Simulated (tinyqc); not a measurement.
Oxidation of curved silicon (wires and holes): cylindrical Deal-Grove kinetics with stress-retarded reaction: one step, computed by the program tinyqc.

Silicon fills r > a and oxide b < r < a. One volume of silicon gives 2.25 volumes of oxide, and the length is fixed.

Question. Rate at the start. Geometry: b^2 = b0^2 - 1.25 (a^2 - a0^2), b0 = a0 - x_i. Rate of oxide made per interface area: q = 1/[1/k + 2 a |ln(b/a)|/B], and |da/dt| = q/2.25. Reaction k = (B/A) exp(-sigma V_k/(k_B T)). New oxide pushes the old with radial speed u = 1.25 |da/dt| at r = a; the shear stress at radius r is s_c asinh(z a^2/r^2), z = 2 eta u/(a s_c) (Eyring flow), and the compressive normal stress at the interface is sigma = |int_a^b 2 s/r dr| = s_c |F(z) - F(z a^2/b^2)|, F(y) = int_0^y asinh(w)/w dw. q and sigma are solved together. 1 MPa angstrom^3 = 6.241509e-6 eV.

Inputs (values chosen for the exercise, close to those used for silicon in dry oxygen):
```
quantity,value,unit
starting silicon radius a0,31,nm
starting oxide x_i,1,nm
critical shear stress s_c,60,MPa
activation volume V_k,13,angstrom^3
temperature T,950,C
```

Shape: hole (concave).

B = 7028.609 nm^2/h

B/A = 26.80515 nm/h

low-stress viscosity eta = 3.911525e+14 Pa s

k_B T = 0.1054029 eV

Give: oxide radius b0; rate q without stress; normal stress sigma; factor on the reaction; rate q with stress.

Answer.

oxide radius b0 = 30 nm

rate q without stress = 26.60 nm/h

normal stress sigma = 32.09 MPa

factor on the reaction = 0.9756

rate q with stress = 25.95 nm/h
